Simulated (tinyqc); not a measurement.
Carrier lifetime from Shockley-Read-Hall, radiative, Auger and surface recombination: one step, computed by the program tinyqc.

Energies are counted from the top of the valence band. Boltzmann statistics, full ionisation, and equal excess densities of electrons and holes.

Task: Lifetimes at the given injection. With n = n_0 + dn, p = p_0 + dn and U/dn = 1/tau: (n p - n_i^2)/dn = n_0 + p_0 + dn = s; 1/tau_SRH = s/[tau_p0 (n + n1) + tau_n0 (p + p1)]; 1/tau_rad = B s; 1/tau_Aug = (C_n n + C_p p) s; the rates add, with 1/tau_s. Radiative efficiency = tau_eff/tau_rad; effective diffusion length = sqrt(D tau_eff).

Inputs (values chosen for the exercise, with bands modelled on GaSb): temperature T = 250 K; doping N = 5.4e+15 cm^-3; radiative coefficient B = 7.5e-11 cm^3/s; Auger coefficient C_n = 1.1e-31 cm^6/s; Auger coefficient C_p = 8.6e-31 cm^6/s; excess density dn = 7.4e+16 cm^-3; diffusion coefficient D = 54 cm^2/s.

Doping: n-type. Surface term: two equal surfaces.

n_0 = 5.400000e+15 cm^-3

p_0 = 303212.4 cm^-3

tau_p0 = 2.218710e-06 s

n1 = 1.013014e+10 cm^-3

tau_n0 = 1.419334e-06 s

p1 = 1.616313e+11 cm^-3

tau_s = 2.631585e-05 s

Give: tau_SRH at dn; tau_rad at dn; tau_Aug at dn; effective lifetime at dn; radiative efficiency at dn; effective diffusion length at dn.

Result:

tau_SRH at dn = 3.5415e-06 s

tau_rad at dn = 1.6793e-07 s

tau_Aug at dn = 1.7402e-04 s

effective lifetime at dn = 1.5921e-07 s

radiative efficiency at dn = 0.94808

effective diffusion length at dn = 29.321 micrometre

Caution: the excess density is near an effective density of states, where Boltzmann statistics fail. Caution: beyond low injection D should be the ambipolar coefficient.
